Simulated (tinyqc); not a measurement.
CMOS inverter, nodal equation and switching: one step of the calculation.

An n-channel pull-down (bn, VTn) and a p-channel pull-up (bp, VTp) share the input Vin and the output node Vout, which carries the load C. Transistor (EKV form, voltages against the body): I = 2 n b Vt^2 [F(vp - Vs) - F(vp - Vd)] from drain to source, F(v) = ln^2(1 + exp(v/(2 Vt))), vp = (Vg - VT + sg |Vd - Vs|)/n. n-channel bodies are at 0; for the p-channel device all voltages are counted down from Vdd. b in uA/V^2 gives I in uA. Static: In = Ip. Transient: C dVout/dt = Ip - In. No velocity saturation, no gate capacitance beyond C.

Problem. One time step of the falling output. The input steps to Vdd at t = 0; I = In - Ip. Trapezoidal rule: V(new) = V - (dt/C)[I(V) + I(V(new))]/2, solved for V(new); 1 ps uA/fF = 1 mV.

Values chosen for this exercise: temperature T = 350 K; supply voltage Vdd = 1 V; slope factor n = 1.4; drain-induced barrier lowering sg = 0.085; n-channel threshold VTn = 0.29 V; p-channel threshold (magnitude) VTp = 0.38 V; gain factor of the pull-down transistor bn = 650 uA/V^2; gain factor of the pull-up transistor bp = 320 uA/V^2; load capacitance C = 2.7 fF; time step dt = 2 ps.

Constants: q = 1.602176634e-19 C, kB = 1.380649e-23 J/K, Vt = kB T/q. Results are converted to the units shown.

Vout at t = 0 = 1 V

Find: I(V); I(V(new)); Vout after step 1.

Solution.

I(V) = 146.72 uA
I(V(new)) = 143.37 uA
Vout after step 1 = 0.89256 V

Numbers from tinyqc (`OMP_NUM_THREADS=1 python tinyqc.py 2340134 2340135 out.jsonl`; about 0.04 s on one thread of a shared Intel Xeon 2.30GHz).
